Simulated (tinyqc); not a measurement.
Comparisons within one model: thin (001) film in sp3s* tight binding with raised dangling bonds. A value that a table varies takes the place of the one given here.

Planes alternate anion (a), cation (c) along [001], a/4 apart, starting with an anion; zero in-plane momentum; levels counted from the bulk Ev, the lower root of [[Epa, Vxx], [Vxx, Epc]]; no spin-orbit coupling. Block of s, pz, s*: from an anion to the cation above, Vss/2 (s,s), Vsapc/2 (s,z), -Vscpa/2 (z,s), Vxx/2 (z,z), Vxapc/2 (s*,z), -Vpaxc/2 (z,s*); to the cation below the same with the s-z and s*-z signs reversed. Block of u = (px + py)/sqrt2 and v = (px - py)/sqrt2: to the cation above (Vxx + Vxy)/2 for u and (Vxx - Vxy)/2 for v, to the cation below the reverse. Each surface atom has two dangling sp3 hybrids; raising both by dl adds (dl/2) [[1, t], [t, 1]] to its s, pz levels (t = -1 at the bottom face, +1 at the top) and dl to the one of u, v in whose plane the missing bonds lie (v for a bottom anion or a top cation, u for a top anion).

Inputs chosen for the exercise (near a published set for SiC, fitted to gaps, whose masses and valley positions are rough; not measured data):

| symbol | value | unit | meaning |
|---|---|---|---|
| p | (-8.483, 2.127, -4.856, 4.35, 9.691, 9.309, -12.422, 3.03, 5.9, 9.461, 9.23, 8.705, 4.391) | eV | order Esa, Epa, Esc, Epc, Exa, Exc, Vss, Vxx, Vxy, Vsapc, Vscpa, Vxapc, Vpaxc |
| Nw | 23 |  | planes in the thicker film |
| a | 4.361 | angstrom | lattice constant |
| dp | 30 | eV | value of dl for the passivated films |
| Ns | (7, 9, 12, 15, 25, 37, 49, 65) |  | numbers of planes |

## States in the gap of a film

edges (eV): Gamma 5.87311, Delta 2.32009

Levels between 0 and the lower bulk edge, the largest weight on the two outer planes of both faces among them, and the nearest levels outside, for several shifts dl.

Film of Nw planes:

| dl (eV) | levels in the gap | at (eV) | surface weight | next above (eV) | next below (eV) |
|---|---|---|---|---|---|
| 0 | 4 | 0.281, 0.363, 2.116, 2.116 | 0.90 | 2.3508 | -0.0670 |
| 1 | 2 | 0.735, 0.769 | 0.74 | 2.3512 | -0.0658 |
| 2 | 2 | 1.257, 1.273 | 0.79 | 2.3519 | -0.0650 |
| 3 | 2 | 1.812, 1.819 | 0.82 | 2.3541 | -0.0646 |
| 5 | 0 | - | - | 2.3446 | -0.0640 |
| 10 | 0 | - | - | 2.3488 | -0.0633 |
| 30 | 0 | - | - | 2.3494 | -0.0626 |
| 100 | 0 | - | - | 2.3495 | -0.0623 |

Can the levels of the bare film be read as confined subbands?

No: with bare surfaces (dl = 0) 4 levels lie in the bulk gap, with up to 90 % of the weight on the four outer planes, two a face, where an even spread gives 17 %; these are dangling-bond states, not subbands. The reruns show the bulk gap clear from dl = 5 eV on, and at dl = 30 eV the next level above lies -0.1 meV from its value at 100 eV.

## Gap against thickness

Passivated films (finite dp, so levels can still be some meV from their limit), thickness N a/4. Highest level below mid-gap (either block) and the two lowest above it. The exponents are -d ln(shift)/d ln N between the sixth and the last film, for the valence level and for the lowest conduction level.

Levels (eV):

| N | thickness (angstrom) | Ev1 | Ec1 | Ec2 | gap |
|---|---|---|---|---|---|
| 7 | 7.63 | -0.4642 | 2.6246 | 3.5576 | 3.0889 |
| 9 | 9.81 | -0.3151 | 2.5079 | 3.0917 | 2.8229 |
| 12 | 13.08 | -0.1701 | 2.4399 | 2.8126 | 2.6100 |
| 15 | 16.35 | -0.1344 | 2.3888 | 2.6019 | 2.5232 |
| 25 | 27.26 | -0.0537 | 2.3449 | 2.4209 | 2.3986 |
| 37 | 40.34 | -0.0258 | 2.3314 | 2.3659 | 2.3573 |
| 49 | 53.42 | -0.0151 | 2.3266 | 2.3462 | 2.3417 |
| 65 | 70.87 | -0.0087 | 2.3238 | 2.3349 | 2.3325 |

exponents: valence 1.92, conduction 2.00

The gap is 3.089 eV at 7.6 angstrom and 2.333 eV at 70.9, against 2.320 eV in the bulk along this line. At 15 planes the conduction side gives 69 meV of the widening and the valence side 134 meV. A hard-walled parabolic band has exponent 2; departures come from the offset between N a/4 and the effective width, from non-parabolicity and from the termination (odd and even N end differently: in the direction of the bond rows at the two faces and, in a compound, in the kind of atom), which also makes single steps in N uneven. Ec1 and Ec2 come from the neighbourhood of X.

## What each change does

A film of Nw planes with shift dp: highest level below mid-gap (half the lower bulk edge) and the two lowest above. Each row changes one parameter from the base and keeps the others.

Results:

| case | Ev1 (eV) | Ec1 (eV) | Ec2 (eV) |
|---|---|---|---|
| base | -0.0626 | 2.3494 | 2.4393 |
| Nw = 25 | -0.0537 | 2.3449 | 2.4209 |
| dp = 60 eV | -0.0624 | 2.3495 | 2.4397 |

The largest shifts from the base row, up to three for each result and ties (the steps differ in size, so this ranks the rows, not the parameters). Ev1 (eV): Nw +0.0089, dp +0.0002. Ec1 (eV): Nw -0.0045, dp +0.0001. Ec2 (eV): Nw -0.0184, dp +0.0004. An odd change of Nw also changes which atoms end the film, so levels need not move as thickness alone would move them; the row for dp shows how far the passivation is from converged.

Computed by tinyqc, a small Python program: `OMP_NUM_THREADS=1 python tinyqc.py 1452365 1452366 out.jsonl` (the numbers bound the seed that draws the inputs); one thread of a shared host (Intel(R) Xeon(R) Processor @ 2.30GHz), about 0.3 s for the whole set of steps.
